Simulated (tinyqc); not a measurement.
One anharmonic mode: perturbation theory, self-consistent phonons and exact levels: one step, computed by the program tinyqc. Command: `OMP_NUM_THREADS=1 python tinyqc.py 3029971 3029972 out.jsonl scp walk`. One thread of a shared host (Intel(R) Xeon(R) Processor @ 2.30GHz), about 0.04 s of CPU time with the checks.

V(x) = k x^2/2 + b x^4 for one coordinate x of mass M. A constant K > 0 gives hbar Omega = sqrt((hbar^2/u) K/M) with K in eV/angstrom^2 and M in u.

Question. Hamiltonian in a small basis. Basis: oscillator states n of the constant |k|, with x = s (a + a+), s^2 = hbar Omega/(2|k|); H = hbar Omega (n + 1/2) + (k - |k|) x^2/2 + b x^4, with exact matrix elements of x^2 and x^4.

Inputs (values chosen for the exercise, for a model mode):

| quantity | value | unit |
|---|---|---|
| mode mass M | 81.1 | u |
| harmonic constant k | 19 | eV/angstrom^2 |
| quartic constant b | 203 | eV/angstrom^4 |
| basis size N of the small matrix | 6 | - |

Shape: single well.

Constants: hbar^2/u = 4.18015928e-03 eV angstrom^2.

Give: H.

Answer.

H (meV):
```
      1     2     3      4      5      6
1  16.1   0.0   1.2    0.0    0.7    0.0
2   0.0  49.0   0.0    3.4    0.0    1.5
3   1.2   0.0  83.6    0.0    6.7    0.0
4   0.0   3.4   0.0  119.9    0.0   11.1
5   0.7   0.0   6.7    0.0  157.8    0.0
6   0.0   1.5   0.0   11.1    0.0  197.3
```
